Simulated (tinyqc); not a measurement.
# Six-transistor SRAM cell, nodal equations and margins: effects of single changes

Two cross-coupled inverters (pull-down bn, pull-up bp) hold the nodes Q and QB; access transistors (ba, threshold VTn, gate on the word line at Vdd when selected) join them to the bit lines. Transistor (EKV form, voltages against the body): I = 2 n b Vt^2 [F(vp - Vs) - F(vp - Vd)] from drain to source, F(v) = ln^2(1 + exp(v/(2 Vt))), vp = (Vg - VT + sg |Vd - Vs|)/n. n-channel bodies are at 0; for the p-channel device all voltages are counted down from Vdd. b in uA/V^2 gives I in uA. For an access transistor the bit line is the drain and the node the source. In a read both bit lines are at Vdd. The cell is symmetric (no mismatch).

Parameters, values chosen for the exercise:
- T = 400 K (temperature)
- Vdd = 0.7 V (supply voltage)
- n = 1.44 (slope factor)
- sg = 0.05 (drain-induced barrier lowering)
- VTn = 0.33 V (n-channel threshold)
- VTp = 0.35 V (p-channel threshold (magnitude))
- bn = 150 uA/V^2 (gain factor of the pull-down transistor)
- ba = 120 uA/V^2 (gain factor of the access transistor)
- bp = 87 uA/V^2 (gain factor of the pull-up transistor)

Constants: q = 1.602176634e-19 C, kB = 1.380649e-23 J/K, Vt = kB T/q. Results are converted to the units shown.

Each table varies one quantity; the others keep the values above.

## Effect of the supply voltage

f(x) is the node voltage of one half-cell for input x: In = Ip in hold, In = Ip + Ia in a read. Static noise margin: side of the largest square between the curve (x, f(x)) and its mirror image (f(y), y); with h(c) the root x of f(x) - x = c, it is the maximum over c > 0 of h(c) - h(-c) + c. Q is the low node in a read and Iread the current of its access transistor. The write trip is the voltage to which the bit line of the high node must fall (the other staying at Vdd) for that state to vanish; higher is easier, and a negative value means that a grounded bit line does not write.

Result of one run:
```
Vdd (V)	hold margin (mV)	read margin (mV)	Q in a read (mV)	Iread (uA)	write trip (mV)
0.85	325.8	178.5	104.2	6.968	179.4
```

What becomes of these results when the supply voltage Vdd is changed from 0.85 to 0.6 V, all else the same?

Result of the changed run:
```
Vdd (V)	hold margin (mV)	read margin (mV)	Q in a read (mV)	Iread (uA)	write trip (mV)
0.6	228.3	122.9	61.82	2.006	121.4
```

The whole series:
```
Vdd (V)	hold margin (mV)	read margin (mV)	Q in a read (mV)	Iread (uA)	write trip (mV)
0.4	141.2	71.78	37.12	0.3202	88.06
0.5	185.6	98.00	47.93	0.9215	102.6
0.6	228.3	122.9	61.82	2.006	121.4
0.7	269.1	146.5	77.86	3.608	143.1
0.85	325.8	178.5	104.2	6.968	179.4
1	377.3	206.6	131.7	11.45	218.2
```

As Vdd goes from 0.4 to 1 V, the read margin rises from 71.8 to 207 mV, the write trip rises from 88.1 to 218 mV and Iread rises from 0.320 to 11.5 uA. The read margin is 0.51 of the hold margin in the first row and 0.55 in the last. For Vdd = 0.4 to 0.5 V the read margin is under 100 mV, which threshold mismatch, left out here, can use up in a large array.

## Effect of the n-channel threshold

Same model as above.

Effect of the n-channel threshold:
```
VTn (V)	hold margin (mV)	read margin (mV)	Q in a read (mV)	Iread (uA)	write trip (mV)
0.2	224.9	88.80	99.11	6.315	242.5
0.26	248.3	117.5	88.93	4.976	194.5
0.32	266.7	142.6	79.40	3.789	150.3
0.38	277.0	164.3	70.41	2.769	108.0
0.44	276.2	183.4	62.07	1.920	66.64
0.5	263.8	199.5	54.56	1.245	26.01
```

As VTn goes from 0.2 to 0.5 V, the read margin rises from 88.8 to 199 mV, the write trip falls from 243 to 26.0 mV and Iread falls from 6.32 to 1.24 uA. The read margin is 0.39 of the hold margin in the first row and 0.76 in the last. Read stability and write ability pull in opposite directions. At VTn = 0.2 V the read margin is under 100 mV, which threshold mismatch, left out here, can use up in a large array.

Computed by the program tinyqc: `OMP_NUM_THREADS=1 python tinyqc.py 2340119 2340120 out.jsonl`, one thread of a shared Intel Xeon 2.30GHz, about 0.2 s for the whole run.
